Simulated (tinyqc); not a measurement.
Plane-wave Kohn-Sham cycle with exchange-only LDA in a layered model solid, step by step. One step of it, computed by the program tinyqc.

Task: Iteration 2: levels at that k. Diagonalise the Hermitian matrix.

H (hartree):
```
           -3         -2         -1         +0         +1         +2         +3
-3   4.153113  -0.089062  -0.044896  -0.000160  -0.000030   0.000002   0.000001
-2  -0.089062   1.666441  -0.089062  -0.044896  -0.000160  -0.000030   0.000002
-1  -0.044896  -0.089062   0.174437  -0.089062  -0.044896  -0.000160  -0.000030
+0  -0.000160  -0.044896  -0.089062  -0.322898  -0.089062  -0.044896  -0.000160
+1  -0.000030  -0.000160  -0.044896  -0.089062   0.174437  -0.089062  -0.044896
+2   0.000002  -0.000030  -0.000160  -0.044896  -0.089062   1.666441  -0.089062
+3   0.000001   0.000002  -0.000030  -0.000160  -0.044896  -0.089062   4.153113
```

Give: eigenvalues.

Result:

eigenvalues (hartree): -0.3591  0.1584  0.2133  1.6689  1.6702  4.1567  4.1567
